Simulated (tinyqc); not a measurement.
# Changing the aspect ratio a (depth over diameter) of a hole

Model: adsorption as a lattice gas: isotherms with interactions, competition, desorption peaks and saturation dose. Computed by tinyqc, a small Python program. Command: `OMP_NUM_THREADS=1 python tinyqc.py 3012605 3012606 out.jsonl adsorb sweep`. One thread of a shared host (Intel(R) Xeon(R) Processor @ 2.30GHz), about 0.01 s of CPU time with the checks.

One adsorbate per site; a molecule needs 1 empty site. Gas and surface have the same temperature.

Inputs (values chosen for the exercise, for a model surface): desorption energy E = 0.99 eV; prefactor nu = 1.3e+13 1/s; site density N_s = 7.5 1/nm^2; molecular mass M = 104 u; sticking coefficient s0 = 0.94; temperature T = 324 K; pressure p = 3.3e-05 Pa; blocking by a second gas, K_B p_B = 0.66.

Adsorption: molecular (first order).

Constants: u = 1.6605390666e-27 kg; k_B = 1.380649e-23 J/K; k_B = 8.617333262e-05 eV/K.

Method. Flux F = p/sqrt(2 pi M k_B T); k_d = nu exp(-E/(k_B T)); s0 F (1 - theta) = N_s k_d theta, so y = s0 F/(N_s k_d), theta = y/(1 + y). With a second gas on the same sites theta = y/(1 + y + K_B p_B). Without desorption or interaction, 99 % coverage needs the time (N_s/(s0 F)) ln 100. For a round hole of aspect ratio a in molecular flow with unit sticking (Gordon), the time is N_s/F x [1 + (19/4) a + (3/2) a^2]. The larger of the two times is a rough guide.

One run for each value:
```
aspect ratio a (depth over diameter) of a hole  time for the hole (s)  time on a flat surface (s)
1.0                                                        1.1480e+02                      77.573
2.3                                                        3.1446e+02                      77.573
5.1                                                        1.0172e+03                      77.573
12.0                                                       4.3385e+03                      77.573
26.0                                                       1.8027e+04                      77.573
59.0                                                       8.7131e+04                      77.573
130.0                                                      4.1119e+05                      77.573
300.0                                                      2.1602e+06                      77.573
```

Over the rows, time for the hole (s) rises from 115 to 2.16e6 (exponent d ln y / d ln x 1.2 between the first rows and 2.0 between the last); time on a flat surface (s) does not change. At the high end the exponent of time for the hole is 1.98, close to 2: diffusion along the hole.

Caution (all rows): with k_d = nu exp(-E/(k_B T)) of these inputs desorption is not negligible over the time on a flat surface, so without interaction 99 % coverage is not reached.
